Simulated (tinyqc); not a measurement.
Donor or exciton in a quantum well (variational effective-mass method). From binding energy back to dielectric constant eps. Computed by tinyqc, a small Python program. Command: `OMP_NUM_THREADS=1 python tinyqc.py 3029797 3029798 out.jsonl welldonor inv`. One thread of a shared host (Intel(R) Xeon(R) Processor @ 2.30GHz), about 0.5 s of CPU time with the checks.

H = -nabla^2 - 2/|r - r_i| + V(z) in effective units; trial function psi = f(z) exp(-|r - r_i|/lambda), f the ground state of the well. Mass and screening are the same in well and barrier; l = L/a* is the width in effective units. Bands are flat: no polarisation or applied field.

Inputs (values chosen for the exercise, modelled on InAs):
```
quantity                               value  unit
electron mass m                       0.0264   m_0
well width L                              25    nm
donor position z_i/L from the centre       0     -
barrier height V_0                      0.28    eV
```

Centre: donor. Barriers: finite.

Constants: Ry = 13.605693123 eV; a_0 = 0.529177210903 angstrom.

Method:
- Ry* = Ry m/eps^2, a* = a_0 eps/m; l = L/a*.
- k solves k tan(k l/2) = sqrt(v - k^2), v = V_0/Ry*, 0 < k l/2 < pi/2 (bisection); f = cos(k z) inside and cos(k l/2) exp(-kappa (|z| - l/2)) outside, kappa = sqrt(v - k^2); subband energy k^2 Ry*.
- Binding E_b(lambda) = -1/lambda^2 + 4 A/(lambda B), with A = int f^2 exp(-2 s/lambda) dz, B = int f^2 exp(-2 s/lambda)(1 + 2 s/lambda) dz and s = |z - z_i|; 40 Gauss-Legendre points on each piece between the walls at z = -l/2 and l/2 and z_i, and out to 12/(kappa + 1/lambda) beyond the walls.
- Golden-section search for the maximum over lambda from 0.3 to 4, 40 steps.

Problem. A run gave the result below. Find the dielectric constant eps, known to lie between 9.7 and 18.

binding energy = 3.616385 meV

Solution.

Each step takes the trial c = (a f_b - b f_a)/(f_b - f_a), f being the result less the target and a, b, c the logarithms of the listed values; c replaces end b, the old b replaces a if the sign of f changed, and otherwise f_a is halved.

Scan of the range:
```
dielectric constant eps  binding energy (meV)
9.7                                   7.43889
10.8                                  6.23188
11.9                                  5.30786
13.2                                  4.46774
14.6                                  3.77548
16.2                                  3.17061
18.0                                  2.65381
```

False position (Illinois rule, in the logarithm of the input) inside the bracket:
```
step    end a    end b    trial  binding energy (meV)
1     14.6000  16.2000  15.0048               3.60635
2     14.6000  15.0048  14.9589               3.62492
3     15.0048  14.9589  14.9800               3.61637
4     14.9589  14.9800  14.9800               3.61638
5     14.9589  14.9800  14.9800               3.61639
6     14.9800  14.9800  14.9800               3.61639
```

Binding energy falls at every point of a 13-point scan of the range (every second point is shown), so one value fits; it is bracketed by 14.6 and 16.2. Answer: dielectric constant eps = 14.98.
